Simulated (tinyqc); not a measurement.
# Changing the back recombination velocity S_b

Model: surface photovoltage measurement of the minority-carrier diffusion length in a wafer. Computed by tinyqc, a small Python program. Command: `OMP_NUM_THREADS=1 python tinyqc.py 3130320 3130321 out.jsonl spv sweep`. One thread of a shared host (Intel(R) Xeon(R) Processor @ 2.30GHz), about 0.02 s of CPU time with the checks.

Low injection, steady light, a depletion layer much thinner than 1/alpha and L. The excess density dn is taken at the front edge of the neutral region; light that reaches the back is lost.

Inputs (values chosen for the exercise, modelled on p-type silicon at room temperature):
```
quantity                                              value               unit
diffusion length L                                       28         micrometre
wafer thickness W                                       525         micrometre
diffusivity D                                          24.3             cm^2/s
front recombination velocity S_f                        210               cm/s
photon flux entering                                6.3e+12         1/(cm^2 s)
minority density at the surface barrier scale n_0   7.4e+10             1/cm^3
temperature T                                           298                  K
wavelength                                              992                 nm
relative noise of each reading                          0.5                  %
diffusion length after pair splitting over L           0.49                  -
iron factor C                                      1.03e+16  micrometre^2/cm^3
```

normal deviates g for the noise: -1.30  -0.67  1.85  2.34  -0.22  0.38  1.37

Constants: k_B = 8.617333262e-05 eV/K.

Method:
- alpha = (84.732/lambda - 76.417)^2 per cm with lambda in micrometre (an empirical fit for silicon between 0.7 and 1.05 micrometre).
- Thick wafer: dn = Phi L/((S_f + D/L)(L + 1/alpha)). Finite wafer, with s = S_b L/D, w = W/L, a = alpha L: dn = [Phi a/(a^2 - 1)] [a - B - exp(-alpha W)(a - s)/(cosh w + s sinh w)]/(S_f + B D/L), B = (sinh w + s cosh w)/(cosh w + s sinh w).
- Photovoltage V = (k_B T/e) ln(1 + dn/n_0). Lifetime = L^2/D.
- Readings y = (Phi/dn) (1 + noise x g) at 780, 830, 880, 920, 950, 975 and 995 nm; a least-squares line y = c (1/alpha + L_app) gives L_app = intercept/slope.
- Splitting iron-boron pairs in boron-doped silicon shortens L; with nothing else changing, [Fe] = C (1/L_after^2 - 1/L^2). It is evaluated with the true lengths and with the apparent ones (without noise), which differ when the wafer is not thick against L.

One run for each value; columns: (1) back recombination velocity S_b (cm/s); (2) apparent length L_app (micrometre); (3) B; (4) dn, finite wafer (1/cm^3); (5) bias, apparent over true less 1 (rounded to 0.001) (%):
```
(1)         (2)  (3)        (4)  (5)
1.00e+00  27.72    1  1.310e+08    0
1.00e+01  27.72    1  1.310e+08    0
1.00e+02  27.72    1  1.310e+08    0
1.00e+03  27.72    1  1.310e+08    0
1.00e+04  27.72    1  1.310e+08    0
1.00e+05  27.72    1  1.310e+08    0
1.00e+06  27.72    1  1.310e+08    0
1.00e+07  27.72    1  1.310e+08    0
```

What does the table show?

Over the rows, apparent length L_app (micrometre) does not change; B does not change; dn, finite wafer (1/cm^3) does not change.

Extremes, crossings and ranges named in words are read from the listed rows.
